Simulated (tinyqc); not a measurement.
AlGaN/GaN HEMT with access regions, lumped model: two steps of the calculation.

A polarisation-induced electron sheet under a Schottky gate, in series with two ungated access regions and contacts. Drift law v = mu E/(1 + mu E/vs) under the gate. Currents in mA/mm, resistances in ohm mm. No self-heating, no channel-length modulation; fits for polarisation, barrier and offset are chosen for the exercise.

Inputs (values chosen for the exercise); values close to those of AlGaN/GaN structures:
- x = 0.33 (aluminium share of the barrier)
- d = 12 nm (barrier thickness)
- eps_r = 9.4 (relative permittivity of barrier and channel)
- mu = 1200 cm^2/(V s) (channel mobility)
- vs = 1.2e7 cm/s (saturation velocity)
- Lg = 1.5 um (gate length)
- Ls = 1.5 um (source access length)
- Ld = 1.5 um (drain access length)
- Rc = 0.29 ohm mm (resistance of each contact)
- ft = 0 (share of the drain-access electrons removed by traps)
- Vg = 0 V (gate voltage)
- Vd = 2 V (drain voltage)

Constants: q = 1.602176634e-19 C, eps0 = 8.8541878128e-14 F/cm where lengths are in cm. Results are converted to the units shown.

Question 1. Polarisation charge, threshold and sheet resistance. sigma = (5e13 x + 1.6e13 x^2) cm^-2, phiB = 0.84 + 1.3 x, dEc = 0.7 (1.71 x + x^2) in volts, Cb = eps0 eps_r/d, VT = phiB - dEc - q sigma/Cb, access density n0 = -Cb VT/q. Rsh = 1/(q mu n0); largest access current q n0 vs.

Find: sigma; Cb; VT; n0; Rsh; q n0 vs.

Answer 1.

sigma = 1.8242e13 cm^-2
Cb = 0.69358 uF/cm^2
VT = -3.4163 V
n0 = 1.4789e13 cm^-2
Rsh = 351.70 ohm
q n0 vs = 2843.3 mA/mm

Question 2. Drain current. Access resistance R(L, n) = L/(q mu n sqrt(1 - (I/(q n vs))^2)); Rs = Rc + R(Ls, n0), Rd = Rc + R(Ld, (1 - ft) n0). Vg' = Vg - I Rs, Vd' = Vd - I (Rs + Rd); with u = Vg' - VT, Vc = vs Lg/mu and w the smaller of Vd' and Vc [sqrt(1 + 2 u/Vc) - 1] (0 if negative), the channel gives (mu Cb/Lg)(u w - w^2/2)/(1 + w/Vc). I(new) = I + 0.5 (channel current - I).

I at the start = 570 mA/mm
VT = -3.4162643 V
Cb = 0.69357805 uF/cm^2
n0 = 1.4788918e13 cm^-2

Give: Rs; Rd; Vg'; Vd'; channel current; I after iteration 1.

Answer 2.

Rs = 0.82848 ohm mm
Rd = 0.82848 ohm mm
Vg' = -0.47223 V
Vd' = 1.0555 V
channel current = 830.64 mA/mm
I after iteration 1 = 700.32 mA/mm

Numbers from tinyqc (`OMP_NUM_THREADS=1 python tinyqc.py 2570155 2570156 out.jsonl`; about 0.03 s on one thread of a shared Intel Xeon 2.30GHz).
